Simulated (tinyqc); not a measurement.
# Worked calculation: undoped symmetric double-gate MOSFET, analytic potential model

Computed by the program tinyqc: `OMP_NUM_THREADS=1 python tinyqc.py 2440006 2440007 out.jsonl`, one thread of a shared Intel Xeon 2.30GHz, about 0.01 s for the whole run. Printed values are rounded.

An undoped body of thickness ts between two equal insulators and tied gates; long channel, electrons only, n = ni exp((psi - V)/Vt) with V the quasi-Fermi potential (0 at the source, Vd at the drain), constant mobility, no quantisation. Across the body psi(x) = V - 2 Vt ln[(ts/(2 beta)) sqrt(q ni/(2 eps0 eps_r Vt)) cos(2 beta x/ts)], x from the centre. Q is the electron charge per area of the whole body.

Inputs (values chosen for the exercise); material values close to those of silicon: temperature T = 400 K; band gap Eg = 1.14 eV; relative permittivity of the semiconductor eps_r = 11.6; conduction-band density of states at T Nc = 4.33e19 cm^-3; valence-band density of states at T Nv = 4.16e19 cm^-3; relative permittivity of the gate insulator eox = 7.75; insulator thickness tox = 2.6 nm; body thickness ts = 5 nm; gate work function less that of the intrinsic body dphi = 0.01 V; channel mobility mu = 350 cm^2/(V s); gate length L = 0.2 um; gate voltage Vg = 0.33 V; drain voltage Vd = 0.8 V.

Constants: q = 1.602176634e-19 C, kB = 1.380649e-23 J/K, Vt = kB T/q, eps0 = 8.8541878128e-14 F/cm where lengths are in cm. Results are converted to the units shown.

Range of the model: In a body this thin, quantum confinement raises the threshold; it is left out.

## Constants of the body

ni = sqrt(Nc Nv) exp(-Eg/(2 Vt)), Eg in volts; r = eps_r tox/(eox ts); V0 = dphi + 2 Vt ln[(2/ts) sqrt(2 eps0 eps_r Vt/(q ni))].

ni = 2.79323e12 cm^-3
r = 0.778323
V0 = 0.518227 V

## Iteration 1: beta at the source by Newton steps

beta at the start = 1.4

With V = 0: f = ln(beta) - ln(cos beta) + 2 r beta tan(beta) - (Vg - V0)/(2 Vt); f' = 1/beta + tan(beta) + 2 r [tan(beta) + beta/cos^2(beta)]; beta(new) = beta - f/f'.

f = 17.4743
f' = 90.9750
beta after iteration 1 = 1.20792

## Iteration 2: beta at the source by Newton steps

As before.

f = 8.90723
f' = 22.4846
beta after iteration 2 = 0.811774

## Course of the iteration: beta at the source by Newton steps

Stop when beta changes by less than 1e-11, or after 40 iterations. beta must stay between 0 and pi/2.

Course of the iteration:
```
iteration       beta  |change|
1            1.20792     0.192
2           0.811774     0.396
3           0.170746     0.641
4          0.0150282     0.156
5          0.0370543    0.0220
6          0.0577691    0.0207
7          0.0642702   6.50e-3
8          0.0646371   3.67e-4
9          0.0646381   1.01e-6
10         0.0646381  7.68e-12
```

Converged in 10 iterations. At the end the number of correct digits about doubles with each step.

## Charges and drain current

beta_s = 0.0646381
beta_d = 5.94904e-7

beta (between 0 and pi/2) solves (Vg - V0 - V)/(2 Vt) = ln(beta) - ln(cos beta) + 2 r beta tan(beta). Q = 8 eps0 eps_r Vt beta tan(beta)/ts; I = mu (1/L)(4 eps0 eps_r/ts)(2 Vt)^2 [g(beta_s) - g(beta_d)] per width, g = beta tan(beta) - beta^2/2 + r beta^2 tan^2(beta), with beta_s at V = 0 and beta_d at V = Vd.

Qs = 2.36997 nC/cm^2
Qd = 2.00472e-10 nC/cm^2
g(beta_s) = 0.00210850
g(beta_d) = 1.76955e-13
I = 0.144090 uA/um

The term r beta^2 tan^2(beta), which gives the square law, makes up 0.646 % of g at the source.

## Potential and electron density across the body at the source

x/ts, point 0 to 6: 0  0.1  0.2  0.3  0.4  0.45  0.5

psi(x) as above with V = 0 and beta = beta_s; n = ni exp(psi/Vt).

```
point   psi (V)   n (cm^-3)
0      0.319407  2.95431e16
1      0.319413  2.95481e16
2      0.319430  2.95629e16
3      0.319459  2.95876e16
4      0.319499  2.96223e16
5      0.319524  2.96433e16
6      0.319551  2.96669e16
```

The density at the surface is 1.00 times that at the centre (1/cos^2 beta).
